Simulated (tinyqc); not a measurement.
Two-diode model of a solar cell: two steps of the calculation.

J is the current delivered and Vj = V + J Rs the junction voltage. J = X JL - J01 (exp(Vj/(n1 Vt)) - 1) - J02 (exp(Vj/(2 Vt)) - 1) - Vj/Rp. The photocurrent does not depend on voltage.

Inputs (values chosen for the exercise); values of the order met in cells of gallium arsenide:
- T = 273 K (temperature)
- JL = 24.7 mA/cm^2 (photocurrent at one sun)
- X = 1 suns (concentration)
- J01 = 1.3e-22 A/cm^2 (saturation current of the first diode)
- n1 = 1 (ideality factor of the first diode)
- Rs = 0 ohm cm^2 (series resistance)
- Rp = 300 ohm cm^2 (shunt resistance)
- Pin = 100 mW/cm^2 (incident power at one sun)
- J02 = 5.1e-13 A/cm^2 (saturation current of the second diode (ideality 2))

Constants: q = 1.602176634e-19 C, kB = 1.380649e-23 J/K, Vt = kB T/q. Results are converted to the units shown.

Task 1. New Vj. Maximum power: dP/dVj = f = J (1 + 2 Rs G) - G Vj = 0. G = -dJ/dVj = J01 exp(Vj/(n1 Vt))/(n1 Vt) + J02 exp(Vj/(2 Vt))/(2 Vt) + 1/Rp. H = dG/dVj; f' = -2 G - 2 Rs G^2 + (2 Rs J - Vj) H; Vj(new) = Vj - f/f'.

Vj at the start = 1.0984808 V

Find: J; G; H; f; f'; Vj after iteration 1.

Result 1.

J = -10.691 mA/cm^2
G = 1.2027 S/cm^2
H = 47.805 S/(cm^2 V)
f = -1331.8 mA/cm^2
f' = -54.919 S/cm^2
Vj after iteration 1 = 1.0742 V

Task 2. Figures of merit. Jsc at V = 0, Voc at J = 0, the maximum power point where J (1 + 2 Rs G) = G Vj with G = -dJ/dVj; FF = Vmp Jmp/(Voc Jsc); efficiency Vmp Jmp/(X Pin). Empirical fill factor without parasitics FF0 = (v - ln(v + 0.72))/(v + 1), v = Voc/(n1 Vt).

Wanted: Jsc; Voc; Vmp; Jmp; FF; efficiency; FF0.

Result 2.

Jsc = 24.700 mA/cm^2
Voc = 1.0875 V
Vmp = 0.97813 V
Jmp = 20.747 mA/cm^2
FF = 0.75546
efficiency = 20.293 %
FF0 = 0.89733

FF is 16 % below FF0. Removing one loss at a time changes the efficiency by: shunt +3.22, second diode +0.70 points.

Computed by the program tinyqc: `OMP_NUM_THREADS=1 python tinyqc.py 2280127 2280128 out.jsonl`, one thread of a shared Intel Xeon 2.30GHz, about 0.01 s for the whole run.
